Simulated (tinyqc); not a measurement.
Tunnelling through a two-layer gate stack, WKB transmission and Tsu-Esaki current: two steps of the calculation.

Electrons leave the emitter at x = 0. Energies E (motion across the layers) are in eV from the emitter Fermi level; the collector Fermi level lies at -V and offers states at every E. No charge in the dielectric and no image force: F1 = V/(t1 + t2 eps1/eps2), F2 = F1 eps1/eps2; U = phi1 - F1 x in layer 1 and phi2 - F1 t1 - F2 (x - t1) in layer 2. With C = hbar^2/(2 m0), kappa = sqrt(m (U - E)/C) where U > E and 0 elsewhere; T(E) = exp(-S), S = 2 times the integral of kappa over x.

Parameters, values chosen for the exercise; layer 1 close to silicon dioxide, layer 2 close to hafnium oxide: barrier of layer 1 above the emitter Fermi level at zero bias phi1 = 3 eV; tunnelling mass of layer 1 m1 = 0.49 m0; thickness of layer 1 t1 = 0.8 nm; relative permittivity of layer 1 eps1 = 3.97; barrier of layer 2 at zero bias phi2 = 1.45 eV; tunnelling mass of layer 2 m2 = 0.19 m0; thickness of layer 2 t2 = 1.8 nm; relative permittivity of layer 2 eps2 = 21.9; voltage across the dielectric V = 0.7 V; energy of the electron followed E = 0 eV; cells in each layer nc = 4.

Constants: q = 1.602176634e-19 C, hbar = 1.054571817e-34 J s, m0 = 9.1093837015e-31 kg, hbar^2/(2 m0) = 0.0380998212 eV nm^2. Results are converted to the units shown.

Question 1. WKB exponent by the midpoint rule. Cut each layer into nc equal cells, take U and kappa at the cell centres, and sum S = 2 sum kappa h.

Wanted: x; U; kappa; S; T(E).

Answer 1.

```
cell  x (nm)  U (eV)  kappa (1/nm)
0     0.1000  2.9378        6.1468
1     0.3000  2.8135        6.0154
2     0.5000  2.6892        5.8810
3     0.7000  2.5649        5.7435
4     1.0250  0.9274        2.1506
5     1.4750  0.8767        2.0910
6     1.9250  0.8260        2.0296
7     2.3750  0.7753        1.9664
```

S = 16.929
T(E) = 4.4467e-8

Question 2. WKB exponent in closed form. Each layer adds (2/F) sqrt(m/C) [G(u at its left edge) - G(u at its right edge)] to S, with u = U - E (0 where negative) and G(u) = (2/3) u^1.5. The slope follows from 1/d = -dS/dE.

Give: S; T(E); energy d over which T(E) grows by a factor e.

Answer 2.

S = 16.928
T(E) = 4.4488e-8
energy d over which T(E) grows by a factor e = 0.16406 eV

The midpoint rule gives S = 16.929, so its T(E) is 0.048 % below this value. The band edge stays above E through the whole stack: direct tunnelling through a trapezoid.

Computed by the program tinyqc: `OMP_NUM_THREADS=1 python tinyqc.py 2540064 2540065 out.jsonl`, one thread of a shared Intel Xeon 2.30GHz, about 0.03 s for the whole run.
